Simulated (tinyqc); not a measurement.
Inside a calculation. Model: surface potential of a MOS transistor: implicit equation and explicit approximations.

Numbers from tinyqc (`OMP_NUM_THREADS=1 python tinyqc.py 2122238 2122239 out.jsonl`; about 0.01 s on one thread of a shared Intel Xeon 2.30GHz). Printed values are rounded.

p-type body, charge-sheet picture, depletion and inversion only, full ionisation (an idealisation for deep acceptors), Boltzmann statistics (rough once Na exp(x - xn) passes about Nc/7). In units of Vt: xg = (Vg - Vfb)/Vt, x = psi/Vt, G = gamma/sqrt(Vt), xn = (2 phiF + Vc)/Vt. The implicit equation is (xg - x)^2 = G^2 [x - 1 + exp(x - xn)] for x above about 3. Cox = eps0 eox/tox.

Values chosen for this exercise; band and dielectric values close to those of 4H silicon carbide:
- T = 300 K (temperature)
- Eg = 3.25 eV (band gap)
- eps_r = 9.72 (relative permittivity)
- Nc = 1.67e19 cm^-3 (conduction-band density of states at T)
- Nv = 2.55e19 cm^-3 (valence-band density of states at T)
- eox = 7.59 (relative permittivity of the gate insulator (close to silicon nitride))
- tox = 5.6 nm (insulator thickness)
- Na = 1.7e17 cm^-3 (acceptor density)
- Vfb = -0.9 V (flat-band voltage)
- Vc = 0 V (channel-body voltage)
- Vg = 2.15 V (gate-body voltage)

Constants: q = 1.602176634e-19 C, kB = 1.380649e-23 J/K, Vt = kB T/q, eps0 = 8.8541878128e-14 F/cm where lengths are in cm. Results are converted to the units shown.

## Scales

ni = sqrt(Nc Nv) exp(-Eg/(2 Vt)), Eg in volts; phiF = Vt ln(Na/ni); gamma = sqrt(2 q eps0 eps_r Na)/Cox; VT = Vfb + Vt (xn + G sqrt(xn - 1)).

phiF = 1.50094 V
gamma = 0.180426 V^0.5
G = 1.12215
xn = 116.118
VT = 2.41313 V
xg = 117.979

## Explicit approximation

Depletion value a = 1 + [sqrt(G^2/4 + xg - 1) - G/2]^2; inversion value b = xn + ln[(xg - xn)^2/G^2 - xn + 1] and first guess y = min(a, b) - ln(1 + exp(-|a - b|)) if a > xn + 1, else b = y = a; one second-order correction with D = exp(y - xn), p = 2 (xg - y) + G^2 (1 + D), w = (xg - y)^2 - G^2 (y - 1 + D): z = y + 2 w/(p + sqrt(p^2 - 2 (2 - G^2 D) w)), or the Newton step z = y + w/p where the root is not real.

a = 106.456
b = 106.456
y = 106.456
p = 24.3065
w = -8.01646e-5
z = 106.456

The root of the implicit equation is x = 106.456; y misses it by 3.3e-6 and z by 0, in units of Vt (Newton branch).

## Starting value

x = a rounded to two decimals.

x at the start = 106.460

## Iteration 1: new x

D = exp(x - xn), f = (xg - x)^2 - G^2 (x - 1 + D), f' = -2 (xg - x) - G^2 (1 + D), x(new) = x - f/f'.

D = 6.39370e-5
f = -0.104995
f' = -24.2978
x after iteration 1 = 106.456

## Iteration 2: new x

As before.

D = 6.36613e-5
f = 1.86716e-5
f' = -24.3065
x after iteration 2 = 106.456

## Course of the iteration

Stop when the step is below 1e-11, or after 60 iterations.

Course of the iteration:
```
iteration  x before the step      step
1                    106.460  -4.32e-3
2                    106.456   7.68e-7
3                    106.456  2.84e-14
```

Converged in 3 iterations.

## Potential, charges and gate control

converged x = 106.456

psi = Vt x; N_dep = Cox Vt G sqrt(x - 1)/q; N_inv = (Cox Vt G/q) [sqrt(x - 1 + exp(x - xn)) - sqrt(x - 1)]; dpsi/dVg = 1/[1 + G^2 (1 + exp(x - xn))/(2 (xg - x))].

psi = 2.75209 V
N_dep = 2.23138e12 cm^-2
N_inv = 6.7352e5 cm^-2
dpsi/dVg = 0.948190

psi lies 9.7 Vt below 2 phiF + Vc.
